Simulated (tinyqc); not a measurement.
Geometry relaxation of a small cluster: one step, computed by the program tinyqc. Command: `OMP_NUM_THREADS=1 python tinyqc.py 3024206 3024207 out.jsonl relax walk`. One thread of a shared host (Intel(R) Xeon(R) Processor @ 2.30GHz), about 0.03 s of CPU time with the checks.

E = sum_i {sum_j A exp(-p (r_ij/r0 - 1)) - xi sqrt(rho_i)}, rho_i = sum_j exp(-2 q (r_ij/r0 - 1)); the force on i is -sum_j w_ij (R_i - R_j)/r_ij with w_ij = -(2p/r0) A exp(-p (r_ij/r0 - 1)) + (xi q/r0) exp(-2 q (r_ij/r0 - 1)) (rho_i^(-1/2) + rho_j^(-1/2)).

Task: Energy and forces at the start. Evaluate E and the forces at the starting positions.

Inputs (values chosen for the exercise, for model atoms):
```
quantity,value,unit
length r0,3,angstrom
repulsion A,0.17,eV
hopping xi,1.92,eV
decay p,10.6,-
decay q,3.25,-
```

Potential: Gupta. Method: FIRE.

starting positions (angstrom):
```
,x,y,z
atom 1,0.17,-0.02,-0.15
atom 2,3.01,-0.09,-0.04
atom 3,1.4,2.35,-0.03
atom 4,1.47,0.71,2.24
```

Give: distances; energy at the start; forces.

Result:

distances (angstrom): 1-2 2.8430, 1-3 2.6729, 1-4 2.8169, 2-3 2.9233, 2-4 2.8653, 3-4 2.8013

energy at the start = -12.259 eV

forces (eV/angstrom):
```
,x,y,z
atom 1,0.9797,0.1568,0.5206
atom 2,-1.5683,0.9026,0.6164
atom 3,0.4379,-1.0209,0.4621
atom 4,0.1507,-0.0385,-1.5991
```
